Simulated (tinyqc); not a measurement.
## Signal and retention of a DRAM cell: effect of the bit-line capacitance

A stored one starts at Vd and leaks: Cs dV/dt = -I(V), I = a sqrt((V + Vb)/(Vd + Vb)) + b, with a = Ig exp[-(Eg1 q/kB)(1/T - 1/T0)] (generation in a depletion layer) and b = Is exp[-(Es q/kB)(1/T - 1/T0)]. The bit line is precharged to Vd/2, and charge sharing gives the signal (V - Vd/2) Cs/(Cs + Cb).

The cell fails below Vc = Vd/2 + dm (Cs + Cb)/Cs. With s = sqrt((Vc + Vb)/(Vd + Vb)), the time from Vd to Vc is t = [2 Cs (Vd + Vb)/a] [1 - s - (b/a) ln((a + b)/(a s + b))]. This time is the median of a log-normal spread: failing cells = Nc erfc(z/sqrt 2)/2, z = ln(t/tr)/sg.

Values chosen for this exercise:

| symbol | value | unit | meaning |
|---|---|---|---|
| Vd | 1.1 | V | array voltage |
| Cs | 15 | fF | cell capacitance |
| dm | 43 | mV | smallest signal that the sense amplifier resolves |
| Vb | 1.12 | V | built-in plus back-bias voltage of the storage junction |
| Ig | 0.32 | fA | junction leakage at V = Vd and T0 |
| Is | 2.9 | fA | voltage-independent leakage at T0 |
| Es | 0.45 | eV | activation energy of Is |
| T0 | 358 | K | reference temperature |
| T | 368 | K | temperature |
| sg | 0.82 |  | deviation of ln(retention time) over the cells |
| Nc | 4.29e9 |  | cells |
| tr | 64 | ms | refresh interval |
| Eg1 | 0.6 | eV | activation energy of Ig |

Constants: q = 1.602176634e-19 C, kB = 1.380649e-23 J/K. Results are converted to the units shown.

Result of one run:
```
Vc (V),retention time (s),failing cells
0.7650,1.040,1.446e6
```

Which bit-line capacitance Cb gave this result: 15, 45, 60, 75 or 105 fF?

Cb = 60 fF.

The whole series:
```
Cb (fF),Vc (V),retention time (s),failing cells
15,0.6360,1.443,3.112e5
30,0.6790,1.308,5.003e5
45,0.7220,1.174,8.329e5
60,0.7650,1.040,1.446e6
75,0.8080,0.9059,2.640e6
90,0.8510,0.7720,5.130e6
105,0.8940,0.6383,1.080e7
120,0.9370,0.5048,2.527e7
```

Vc rises by dm/Cs = 2.87 mV for each fF, and the retention time falls from 1.44 to 0.505 s; the margin is gone at Cb = 177 fF.

Range of the model: Real arrays also hold a tail of unusually leaky cells and cells whose retention varies in time, which this model lacks.

tinyqc, about 0.01 s, one thread, Intel Xeon 2.30GHz (shared host): `OMP_NUM_THREADS=1 python tinyqc.py 2130082 2130083 out.jsonl`
